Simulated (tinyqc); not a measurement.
## Index ratio and exit index from two stacks

Problem. A quarter-wave stack has T0 = 4 y/(1 + y)^2 with y = (ns/n0)(nL/nH)^(2 N), and y < 1 here. Find nH/nL and ns/n0.

T0 for N = 29 and 31 pairs (%): 2.599994418  1.846060340

Answer. sqrt(1 - T0) = |1 - y|/(1 + y) gives y for each stack; two more pairs multiply y by (nL/nH)^4.

nH/nL = 1.09
ns/n0 = 0.998

tinyqc, about 0.01 s, one thread, Intel Xeon 2.30GHz (shared host): `OMP_NUM_THREADS=1 python tinyqc.py 2650132 2650133 out.jsonl`
